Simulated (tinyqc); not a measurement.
Inside a calculation. Model: abrupt p-n junction, non-linear Poisson equation by Newton steps.

tinyqc, about 0.02 s, one thread, Intel Xeon 2.30GHz (shared host): `OMP_NUM_THREADS=1 python tinyqc.py 2000007 2000008 out.jsonl` Printed values are rounded.

One dimension, p side on the left, n side on the right; net doping C = -Na for x < 0 and +Nd for x > 0. The potential psi is counted from the intrinsic level, and the quasi-Fermi potentials are flat: 0 for holes and -V for electrons, so n = ni exp((psi + V)/Vt) and p = ni exp(-psi/Vt) (Boltzmann statistics, full ionisation, no current).

Parameters, values chosen for the exercise; band and dielectric values close to those of indium phosphide: temperature T = 350 K; band gap Eg = 1.34 eV; relative permittivity eps_r = 12.6; conduction-band density of states at T Nc = 7.04e17 cm^-3; valence-band density of states at T Nv = 1.37e19 cm^-3; acceptor density of the p side Na = 1.7e16 cm^-3; donor density of the n side Nd = 1.8e17 cm^-3; bias of the p side against the n side V = 0 V.

Constants: q = 1.602176634e-19 C, kB = 1.380649e-23 J/K, Vt = kB T/q, eps0 = 8.8541878128e-14 F/cm where lengths are in cm. Results are converted to the units shown.

Range of the model: The donor density exceeds a fifth of the band density of states, where Boltzmann statistics begin to fail.

## Intrinsic density, end potentials and Debye lengths

ni = sqrt(Nc Nv) exp(-Eg/(2 Vt)), Eg in volts; psi_p = -Vt ln(Na/ni), psi_n = Vt ln(Nd/ni) - V; Debye length sqrt(eps0 eps_r Vt/(q N)).

ni = 6.99151e8 cm^-3
psi_p = -0.512931 V
psi_n = 0.584102 V
Debye length, p side = 35.1480 nm
Debye length, n side = 10.8016 nm

## Net doping on the mesh

```
node,x (nm)
0,-676
1,-409
2,-245
3,-144
4,-81.3
5,-42.8
6,-19.1
7,-4.5
8,4.5
9,14.4
10,25.2
11,37.1
12,50.1
13,64.4
14,80.1
15,97.3
16,116
```

C = -Na for x < 0 and +Nd for x > 0, taken at the nodes.

```
node,net doping C (cm^-3)
0,-1.7e16
1,-1.7e16
2,-1.7e16
3,-1.7e16
4,-1.7e16
5,-1.7e16
6,-1.7e16
7,-1.7e16
8,1.8e17
9,1.8e17
10,1.8e17
11,1.8e17
12,1.8e17
13,1.8e17
14,1.8e17
15,1.8e17
16,1.8e17
```

## Couplings between neighbouring nodes

a_i = eps0 eps_r/h_i for the interval from node i to i + 1, with h_i = x_(i+1) - x_i in cm.

```
interval,coupling a_i (F/cm^2)
0,4.17838e-8
1,6.80261e-8
2,1.10458e-7
3,1.77931e-7
4,2.89773e-7
5,4.70729e-7
6,7.64129e-7
7,1.23959e-6
8,1.12690e-6
9,1.03299e-6
10,9.37502e-7
11,8.58175e-7
12,7.80159e-7
13,7.10591e-7
14,6.48621e-7
15,5.96592e-7
```

## Starting potential

The parabolas of an abrupt Na-Nd junction in the depletion approximation: psi_p + q Na (x + xp)^2/(2 eps0 eps_r) for -xp < x < 0, psi_n - q Nd (xn - x)^2/(2 eps0 eps_r) for 0 < x < xn, flat outside, with W = sqrt(2 eps0 eps_r (psi_n - psi_p)(1/Na + 1/Nd)/q), xp = W Nd/(Na + Nd), xn = W Na/(Na + Nd), psi_p = -Vt ln(Na/ni), psi_n = Vt ln(Nd/ni) - V.

```
node,psi at the start (V)
0,-0.512931
1,-0.512931
2,-0.491851
3,-0.264860
4,0.001347
5,0.212368
6,0.360265
7,0.458200
8,0.518299
9,0.563375
10,0.583653
11,0.584102
12,0.584102
13,0.584102
14,0.584102
15,0.584102
16,0.584102
```

## Iteration 1: densities, residual and Jacobian diagonal

n_i = ni exp((psi_i + V)/Vt), p_i = ni exp(-psi_i/Vt), rho_i = p_i - n_i + C_i, g_i = (n_i + p_i)/Vt. Box widths w_i = (h_(i-1) + h_i)/2 in cm. Residual F_i = a_i (psi_(i+1) - psi_i) - a_(i-1) (psi_i - psi_(i-1)) + q rho_i w_i; Jacobian: a_(i-1) and a_i beside the diagonal, b_i = -a_(i-1) - a_i - q g_i w_i on it. The two end nodes are fixed.

```
node,n (cm^-3),p (cm^-3)
0,28.7537,1.7e16
1,28.7537,1.7e16
2,57.8392,8.45124e15
3,1.07337e5,4.55401e12
4,7.31075e8,6.68622e8
5,7.98984e11,6.11793e5
6,1.07684e14,4539.31
7,2.76921e15,176.517
8,2.03117e16,24.0655
9,9.05342e16,5.39921
10,1.77341e17,2.75634
11,1.8e17,2.71563
12,1.8e17,2.71563
13,1.8e17,2.71563
14,1.8e17,2.71563
15,1.8e17,2.71563
16,1.8e17,2.71563
```

```
node,residual F (C/cm^2),diagonal b (F/cm^2)
1,1.43394e-9,-2.05591e-6
2,5.49105e-9,-7.73332e-7
3,5.97204e-12,-2.88587e-7
4,-5.06306e-17,-4.67705e-7
5,-3.98115e-13,-7.60516e-7
6,-3.30394e-11,-1.23595e-6
7,-4.07436e-9,-2.02107e-6
8,4.75512e-10,-2.46845e-6
9,-1.50129e-8,-2.65765e-6
10,-2.00431e-8,-3.03973e-6
11,-4.20801e-10,-2.98613e-6
12,0,-2.94353e-6
13,0,-2.92503e-6
14,0,-2.93214e-6
15,0,-2.96157e-6
```

## Iteration 1: Newton step

Solve the tridiagonal system a_(i-1) d_(i-1) + b_i d_i + a_i d_(i+1) = -F_i for nodes 1 to 15, with d = 0 on fixed nodes. Each component d is damped to sign(d) Vt ln(1 + |d|/Vt) before it is added.

```
node,"Newton step d, before damping (V)"
1,0.0009097
2,0.0064137
3,-0.0053687
4,-0.0127226
5,-0.0172382
6,-0.0200176
7,-0.0217152
8,-0.0197789
9,-0.0198606
10,-0.0149864
11,-0.0053288
12,-0.0016802
13,-0.0004777
14,-0.0001217
15,-0.0000266
```

```
node,psi after iteration 1 (V)
0,-0.512931
1,-0.512035
2,-0.486036
3,-0.269801
4,-0.009268
5,0.198734
6,0.344912
7,0.441843
8,0.503090
9,0.548116
10,0.571487
11,0.579195
12,0.582467
13,0.583628
14,0.583981
15,0.584076
16,0.584102
```

## Iteration 2: densities, residual and Jacobian diagonal

As before.

```
node,n (cm^-3),p (cm^-3)
0,28.7537,1.7e16
1,29.6209,1.65023e16
2,70.1387,6.96923e15
3,91117.7,5.36463e12
4,5.14180e8,9.50665e8
5,5.08406e11,9.61461e5
6,6.47260e13,7552.04
7,1.61002e15,303.606
8,1.22671e16,39.8473
9,5.45882e16,8.95454
10,1.18473e17,4.12593
11,1.52973e17,3.19542
12,1.70502e17,2.86691
13,1.77194e17,2.75864
14,1.79277e17,2.72658
15,1.79841e17,2.71803
16,1.8e17,2.71563
```

```
node,residual F (C/cm^2),diagonal b (F/cm^2)
1,1.25993e-11,-1.99893e-6
2,8.22178e-10,-6.69019e-7
3,1.85576e-10,-2.88622e-7
4,1.34576e-10,-4.67705e-7
5,6.57238e-11,-7.60511e-7
6,2.23375e-11,-1.23552e-6
7,-1.66620e-9,-2.01381e-6
8,2.15771e-10,-2.42806e-6
9,-5.80242e-9,-2.46001e-6
10,-5.72667e-9,-2.68480e-6
11,9.72651e-10,-2.80738e-6
12,1.75186e-10,-2.87465e-6
13,1.91210e-11,-2.90267e-6
14,1.56628e-12,-2.92582e-6
15,1.03717e-13,-2.96005e-6
```

## Iteration 2: Newton step

As before.

```
node,"Newton step d, before damping (V)"
1,0.0000358
2,0.0008657
3,-0.0022221
4,-0.0051848
5,-0.0074685
6,-0.0090140
7,-0.0100031
8,-0.0093501
9,-0.0093342
10,-0.0064118
11,-0.0019687
12,-0.0005691
13,-0.0001560
14,-0.0000392
15,-0.0000086
```

```
node,psi after iteration 2 (V)
0,-0.512931
1,-0.511999
2,-0.485183
3,-0.271945
4,-0.014053
5,0.192061
6,0.337025
7,0.433204
8,0.494945
9,0.539984
10,0.565673
11,0.577288
12,0.581903
13,0.583473
14,0.583942
15,0.584067
16,0.584102
```

## Course of the Newton iteration

Stop when the largest undamped |d| is below 1e-9 V, or after 80 iterations.

Course of the iteration:
```
iteration,largest |F| (C/cm^2),largest |d| (V),at node
1,2.00e-8,0.0217,7
2,5.80e-9,0.0100,7
3,1.28e-9,2.16e-3,7
4,6.97e-11,1.04e-4,7
5,1.73e-13,2.35e-7,7
6,8.43e-19,1.16e-12,7
```

Converged in 6 iterations. Once the step is below 0.1 Vt, 3 more iteration(s) reach the threshold: near the solution the error is roughly squared each time.

## Converged densities, field and charge

```
node,converged psi (V)
0,-0.512931
1,-0.512001
2,-0.485225
3,-0.272402
4,-0.015034
5,0.190561
6,0.335117
7,0.431013
8,0.492891
9,0.537948
10,0.564462
11,0.576966
12,0.581810
13,0.583447
14,0.583935
15,0.584066
16,0.584102
```

n and p as above; field E_i = -(psi_(i+1) - psi_i)/h_i on each interval; charge on either side of the peak Q = eps0 eps_r |E|max (Gauss).

```
node,n (cm^-3),p (cm^-3)
0,28.7537,1.7e16
1,29.6543,1.64837e16
2,72.0500,6.78435e15
3,83589.4,5.84779e12
4,4.24713e8,1.15092e9
5,3.87726e11,1.26072e6
6,4.67777e13,10449.7
7,1.12430e15,434.771
8,8.74762e15,55.8795
9,3.89660e16,12.5446
10,9.38554e16,5.20815
11,1.42073e17,3.44057
12,1.66828e17,2.93004
13,1.76131e17,2.77528
14,1.79005e17,2.73072
15,1.79782e17,2.71893
16,1.8e17,2.71563
```

```
interval,field E (kV/cm)
0,-0.0348
1,-1.6326
2,-21.0716
3,-41.0476
4,-53.4011
5,-60.9941
6,-65.6822
7,-68.7536
8,-45.5124
9,-24.5493
10,-10.5077
11,-3.7265
12,-1.1445
13,-0.3110
14,-0.0759
15,-0.0196
```

peak |E| = 68.7536 kV/cm
charge Q = 76.7035 nC/cm^2

## Check against the exact first integral and the depletion approximation

ni = sqrt(Nc Nv) exp(-Eg/(2 Vt)), Eg in volts. Exact first integral for an abrupt junction with thick neutral sides: psi_p = -Vt ln(Na/ni), psi_n = Vt ln(Nd/ni) - V, psi_j = (Nd psi_n + Na psi_p - Vt (Nd - Na))/(Na + Nd) at the junction, n_j = ni exp((psi_j + V)/Vt), p_j = ni exp(-psi_j/Vt), and E_j^2 = (2 q/(eps0 eps_r)) [Nd (psi_n - psi_j - Vt) + Vt (n_j + p_j)] (minority densities of the neutral sides neglected). Depletion approximation: Vbi = Vt ln(Na Nd/ni^2), W = sqrt(2 eps0 eps_r (Vbi - V)(1/Na + 1/Nd)/q), xp = W Nd/(Na + Nd), xn = W Na/(Na + Nd), peak field 2 (Vbi - V)/W, capacitance eps0 eps_r/W.

psi_j = 0.464479 V
exact field at the junction = 68.2260 kV/cm
Vbi = 1.09703 V
W = 313.618 nm
peak field in the depletion approximation = 69.9597 kV/cm

The depletion approximation gives a peak field 2.5 % above the exact one, since it leaves out the Debye tails of the majority carriers at the edges of the depleted layer. The 17-node mesh above gave 68.75 kV/cm on the interval that holds the junction, 0.77 % above the exact value.
